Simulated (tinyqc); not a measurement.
Inside a calculation. Method: lattice vibrations of a chain. Computed by tinyqc, a small Python program that keeps every step. Command: `OMP_NUM_THREADS=1 python tinyqc.py 23589 23590 out.jsonl` (the two numbers bound the seeds that draw the settings). One thread of a shared host (Intel(R) Xeon(R) Processor @ 2.60GHz), about 0.01 s of CPU time with the checks.

## Dynamical matrix at q = 0.38

A chain moving along its axis:
```
atom  mass (u)  spring to the next atom (eV/angstrom^2)
1     67.80000                                 19.10000
2     25.70000                                  3.60000
3     43.00000                                  8.50000
4      7.30000                                 24.20000
```

q is in units of 2 pi/a. A spring k from atom i to atom j, n cells on, adds k to Phi_ii and Phi_jj, -k exp(2 pi i q n) to Phi_ij and the conjugate to Phi_ji (for one atom a cell: 2k (1 - cos 2 pi q n)); D_ij = Phi_ij / sqrt(m_i m_j).

D(q) (eV/(angstrom^2 u)):
```
[[0.63864, -0.45756, 0.00000, 0.79295+0.74463i],
 [-0.45756, 0.88327, -0.10829, 0.00000],
 [0.00000, -0.10829, 0.28140, -0.47976],
 [0.79295-0.74463i, 0.00000, -0.47976, 4.47945]]
```

## Frequencies

omega^2 are the eigenvalues; wavenumber = 521.4708 sqrt(eigenvalue) 1/cm.

eigenvalues: [0.06598, 0.24318, 1.15700, 4.81660]

wavenumbers (1/cm): [134.0, 257.2, 560.9, 1144.5]

weights |e|^2 of the mass-weighted modes, order atom 1, atom 2, atom 3, atom 4:
```
[[0.58485, 0.12611, 0.22484, 0.06420],
 [0.17175, 0.09752, 0.72997, 0.00076],
 [0.19004, 0.77237, 0.02733, 0.01026],
 [0.05336, 0.00400, 0.01786, 0.92478]]
```

## Dispersion and heat capacity

C/k_B per atom = mean over q = (j + 1/2)/80, j = 0..39 and all branches of y^2 e^y/(e^y - 1)^2, y = hc wavenumber / k_B T.

Wavenumbers (1/cm):
```
q         branch 1   branch 2   branch 3    branch 4
0.00000    0.00000  301.22939  554.66355  1144.59221
0.06250   24.37026  299.72919  554.95292  1144.58634
0.12500   48.44657  295.32349  555.76929  1144.56961
0.18750   71.89397  288.29672  556.97048  1144.54457
0.25000   94.27422  279.13649  558.35713  1144.51502
0.31250  114.92479  268.60570  559.71280  1144.48547
0.37500  132.70543  257.95604  560.83907  1144.46040
0.43750  145.55543  249.34307  561.58037  1144.44365
0.50000  150.43700  245.86668  561.83860  1144.43776
```

Heat capacity:
```
T (K)  C/k_B per atom
20            0.05966
50            0.15443
100           0.29575
200           0.50104
300           0.63498
600           0.84383
1200          0.95249
```

zero-point energy per atom = 32.04983 meV
